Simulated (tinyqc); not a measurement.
# Off-state leakage of single and stacked transistors: leakage components against the temperature

n-channel devices of unit width. Subthreshold current I(Vg, Vs, Vd) = I0 (T/300 K)^0.5 exp[(Vg - Vs - VT(T) - gb (Vs - Vb) + dd (Vd - Vs))/(nf Vt)] (1 - exp(-(Vd - Vs)/Vt)), VT(T) = VT - cT (T - 300 K). Gate-edge tunnelling Ig (Vd/1 V) exp(ag (Vd - 1 V)), for a gate at 0 V, and band-to-band leakage Ab u exp(-Bb/u), u = Vd - Vb + 1 V, flow at a drain held at V; both are taken as independent of T. In a stack of off transistors (all gates at 0 V) the same subthreshold current passes through each.

One transistor with Vg = Vs = 0, Vd = V; stack factor I(one)/I(two in series).

Parameters, values chosen for the exercise; values of the order met in bulk silicon logic transistors: supply voltage V = 0.9 V; threshold at 300 K, zero drain and body bias VT = 0.46 V; fall of the threshold with temperature cT = 0.6 mV/K; current at threshold at 300 K I0 = 0.24 uA/um; slope factor nf = 1.29; drain-induced lowering per volt dd = 0.07; rise of the threshold per volt of source-body bias gb = 0.2; gate-edge tunnelling current at 1 V Ig = 5e-5 uA/um; exponential slope of the gate current ag = 4.1 1/V; prefactor of band-to-band leakage at the drain Ab = 10 uA/(um V); its exponential voltage Bb = 19 V; body voltage Vb = 0 V.

Constants: q = 1.602176634e-19 C, kB = 1.380649e-23 J/K, Vt = kB T/q. Results are converted to the units shown.

The same in every row: gate edge (nA/um) = 0.029864; band-to-band (nA/um) = 0.86260.

Leakage components against the temperature:
```
T (K)  subthreshold (nA/um)  total (nA/um)  stack factor  largest part
250               4.6537e-5        0.89251        9.4893  band-to-band
275               3.2226e-4        0.89279        7.9715  band-to-band
300               0.0016226        0.89409        6.9149  band-to-band
325               0.0063914        0.89885        6.1461  band-to-band
350                0.020755        0.91322        5.5667  band-to-band
375                0.057740        0.95020        5.1171  band-to-band
400                 0.14164         1.0341        4.7599  band-to-band
425                 0.31323         1.2057        4.4704  band-to-band
```

Read the table: what changes, and by how much?

As T goes from 250 to 425, the total leakage rises from 0.893 to 1.21 nA/um. The band-to-band part leads at T = 250 and in all other rows. The subthreshold part doubles every 21.8 K between the last two rows. The reduction by a stack of two falls from 9.49 to 4.47, for the subthreshold part alone.

Numbers from tinyqc (`OMP_NUM_THREADS=1 python tinyqc.py 2242038 2242039 out.jsonl`; about 0.03 s on one thread of a shared Intel Xeon 2.30GHz).
